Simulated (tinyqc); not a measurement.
The product rho l across metals: free and nearly free electrons in a metal.

Constants: hbar^2/2m0 = 3.80998211 eV angstrom^2; hbar = 6.58211957e-16 eV s.

Free electrons with m = 1; fcc cells hold 4 atoms and bcc cells 2; n = atoms z/a^3, kF = (3 pi^2 n)^(1/3), rho l = hbar kF/(n e^2), e = 1.602176634e-19 C. Inputs are chosen for the exercise.

Results:

| case | lattice | a (angstrom) | z | rho (micro-ohm cm) | kF (1/angstrom) | EF (eV) | l (nm) | rho l (1e-16 ohm m^2) |
|---|---|---|---|---|---|---|---|---|
| near Ca | fcc | 5.529 | 2 | 3.69 | 1.119 | 4.77 | 26.3 | 9.71 |
| near Li | bcc | 3.523 | 1 | 8.83 | 1.106 | 4.66 | 11.3 | 9.94 |
| near Ag | fcc | 4.073 | 1 | 1.60 | 1.206 | 5.54 | 52.3 | 8.37 |
| near Cu | fcc | 3.586 | 1 | 1.78 | 1.369 | 7.15 | 36.4 | 6.49 |
| near K | bcc | 5.247 | 1 | 6.40 | 0.743 | 2.10 | 34.4 | 22.04 |
| near Na | bcc | 4.258 | 1 | 4.60 | 0.915 | 3.19 | 31.6 | 14.52 |

rho l falls as n^(-2/3): it is lowest for the case near Cu and highest for near K. The lowest bulk rho belongs to near Ag; in very narrow wires, where rho l rules, the order changes. Real Fermi surfaces depart from spheres, most for the polyvalent and noble metals.

Run: tinyqc, `OMP_NUM_THREADS=1 python tinyqc.py 1682095 1682096 out.jsonl`; Intel(R) Xeon(R) Processor @ 2.30GHz, one thread, shared host; about 0.01 s of CPU time with all checks.
